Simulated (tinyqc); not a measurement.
# From capture time back to electron-phonon coupling W

Model: non-radiative capture by multiphonon emission, one effective mode. Computed by tinyqc, a small Python program. Command: `OMP_NUM_THREADS=1 python tinyqc.py 3002246 3002247 out.jsonl capture inv`. One thread of a shared host (Intel(R) Xeon(R) Processor @ 2.30GHz), about 0.08 s of CPU time with the checks.

The initial state (free carrier plus empty centre) lies dE above the final state; both have the same frequency and are displaced by dQ.

Inputs (values chosen for the exercise, with mass, screening and phonons like those of silicon):
```
quantity                  value        unit
energy released dE        0.365          eV
phonon energy hbar omega   46.5         meV
Huang-Rhys factor S        4.47           -
cell volume V              1590  angstrom^3
degeneracy g                  1           -
broadening b                 31         meV
carrier mass m            0.315         m_0
temperature T               500           K
defect density N_t        8e+13       cm^-3
```

Centre: neutral.

Constants: hbar^2/u = 4.18015928e-03 eV angstrom^2; k_B = 8.617333262e-05 eV/K; hbar = 6.582119569e-16 eV s; k_B = 1.380649e-23 J/K; m_0 = 9.1093837015e-31 kg.

Method:
- dQ = sqrt(2 S (hbar^2/u)/hbar omega); relaxation energy lambda = S hbar omega; phonons needed P = dE/hbar omega; classical barrier E_b = (dE - lambda)^2/(4 lambda); occupation n = 1/(exp(hbar omega/k_B T) - 1).
- Huang-Rhys weight for a net emission of p phonons: L_p = exp(-S (2n + 1)) ((n + 1)/n)^(p/2) I_p(2 S sqrt(n (n + 1))), I_p the modified Bessel function.
- M_p = sum_m w_m <m_i|Q|(m + p)_f>^2 with Q counted from the final minimum and Boltzmann weights w_m for m = 0..24; <m_i|Q|k_f> = sqrt((hbar^2/u)/(2 hbar omega)) [sqrt(k) <m|k-1> + sqrt(k+1) <m|k+1>], with overlaps of oscillators displaced by d = sqrt(2 S) summed on 1500 points from -16 to 16 + d.
- The delta function is a Gaussian of standard deviation b at dE - p hbar omega.
- C_0 = V (2 pi/hbar) g W^2 sum_p M_p Gaussian_p. The sum runs over the seven p from round(P) - 3 to round(P) + 3; 1 angstrom^3 = 1e-24 cm^3.
- For a neutral centre the Sommerfeld factor is 1.
- C = s C_0; v = sqrt(3 k_B T/m); sigma = C/v; tau = 1/(C N_t).

Problem. A run gave the result below. Find the electron-phonon coupling W, known to lie between 0.0058 and 0.014 eV/(u^(1/2) angstrom).

capture time = 2.995182e-06 s

Solution.

Each step takes the trial c = (a f_b - b f_a)/(f_b - f_a), f being the result less the target and a, b, c the logarithms of the listed values; c replaces end b, the old b replaces a if the sign of f changed, and otherwise f_a is halved.

Scan of the range:
```
electron-phonon coupling W (eV/(u^(1/2) angstrom))  capture time (s)
0.00580                                                  1.13892e-05
0.00672                                                  8.48418e-06
0.00778                                                  6.32979e-06
0.00901                                                  4.71953e-06
0.01040                                                  3.54227e-06
0.01210                                                  2.61684e-06
0.01400                                                  1.95476e-06
```

False position (Illinois rule, in the logarithm of the input) inside the bracket:
```
step      end a      end b      trial  capture time (s)
1     0.0104000  0.0121000  0.0113738       2.96169e-06
2     0.0104000  0.0113738  0.0112633       3.02009e-06
3     0.0113738  0.0112633  0.0113103       2.99504e-06
4     0.0112633  0.0113103  0.0113100       2.99518e-06
5     0.0112633  0.0113100  0.0113100       2.99518e-06
6     0.0113100  0.0113100  0.0113100       2.99518e-06
```

Capture time falls at every point of a 13-point scan of the range (every second point is shown), so one value fits; it is bracketed by 0.0104 and 0.0121. The scan shows a pure power law with exponent -2.000, so scaling from any one row also gives the answer directly. Answer: electron-phonon coupling W = 0.01131 eV/(u^(1/2) angstrom).
